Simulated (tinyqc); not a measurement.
# Trap density from two Hall measurements

Question. p-type body, charge-sheet picture, full ionisation (an idealisation for deep acceptors), Boltzmann statistics for free electrons. e = Ec - EF at the surface. psi = Eg - Vt ln(Nv/Na) - e; N_dep = sqrt(2 eps0 eps_r Na (psi - Vt)/q); n_f = sqrt(N_dep^2 + 2 eps0 eps_r Vt Nc exp(-e/Vt)/q) - N_dep; Vg = Vfb + psi + q (N_dep + n_t + n_f)/Cox, Cox = eps0 eox/tox. Find e and n_t at both points and the mean trap density between them.

Values chosen for this exercise; band and dielectric values close to those of gallium nitride:
- T = 300 K (temperature)
- Eg = 3.34 eV (band gap)
- eps_r = 9.64 (relative permittivity)
- Nc = 2.34e18 cm^-3 (conduction-band density of states at T)
- Nv = 4.63e19 cm^-3 (valence-band density of states at T)
- eox = 3.9 (relative permittivity of the insulator)
- tox = 34 nm (insulator thickness)
- Na = 9.8e15 cm^-3 (acceptor density)
- Vfb = -2.3 V (flat-band voltage without trapped charge)

Constants: q = 1.602176634e-19 C, kB = 1.380649e-23 J/K, Vt = kB T/q, eps0 = 8.8541878128e-14 F/cm where lengths are in cm. Results are converted to the units shown.

Vg (V): 1.9094975  2.5868072
free sheet density from the Hall effect (cm^-2): 4.5786880e9  9.2568122e10

Answer. Each n_f fixes e; what the gate voltage holds beyond psi, N_dep and n_f is trapped; the difference quotient is the density, smeared over a few Vt.

e (eV): 0.125  0.0450
n_t (cm^-2): 2.08e11  4.91e11
mean trap density = 3.54e12 cm^-2 eV^-1

Program tinyqc, `OMP_NUM_THREADS=1 python tinyqc.py 2222233 2222234 out.jsonl`; Intel Xeon 2.30GHz, shared host, one thread, about 0.02 s.
